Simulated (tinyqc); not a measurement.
Energy and delay of logic against supply voltage: two steps of the calculation.

One expression serves below and above threshold: I(Vg) = Ik [ln(1 + exp((Vg - VT + dd V)/(al nf Vt)))]^al, with I_on = I(V) and I_off = I(0). Gate delay td = kd C V/I_on, clock period LD td. Per gate and cycle the switching energy is act C V^2 and the leakage energy I_off V LD td. No short-circuit current, no variation. Minima are sought above 0.09 V; below a few Vt gates no longer switch and the model has no meaning.

Inputs (values chosen for the exercise); values of the order met in logic technologies: temperature T = 330 K; threshold voltage at zero drain bias VT = 0.35 V; slope factor nf = 1.29; barrier lowering per volt of supply dd = 0.07; specific current of a gate Ik = 0.77 uA; exponent of the current law al = 1.42; load capacitance of a gate C = 0.39 fF; delay factor kd = 0.9; logic depth LD = 12; activity factor act = 0.02; supply voltage V = 0.97 V.

Constants: q = 1.602176634e-19 C, kB = 1.380649e-23 J/K, Vt = kB T/q. Results are converted to the units shown.

Task 1. Currents, delay and energies. I_on, I_off, td, clock frequency 1/(LD td), both energies and their sum.

Wanted: I_on; I_off; td; clock frequency; switching energy; leakage energy; energy.

Result 1.

I_on = 30.06 uA
I_off = 0.3511 nA
td = 11.33 ps
clock frequency = 7.357 GHz
switching energy = 7.339 aJ
leakage energy = 0.04629 aJ
energy = 7.385 aJ

I_on/I_off = 85600; leakage makes up 0.627 % of the energy.

Task 2. New V. Minimum-energy supply: E(V) is the energy per gate and cycle; with h = 0.001 V, E' = (E(V + h) - E(V - h))/(2 h), E'' = (E(V - h) - 2 E(V) + E(V + h))/h^2, V(new) = V - E'/E''.

V at the start = 0.34 V

Wanted: E'; E''; V after iteration 1.

Result 2.

E' = 4.267 aJ/V
E'' = 35.11 aJ/V^2
V after iteration 1 = 0.2185 V

Program tinyqc, `OMP_NUM_THREADS=1 python tinyqc.py 2082047 2082048 out.jsonl`; Intel Xeon 2.30GHz, shared host, one thread, about 0.01 s.
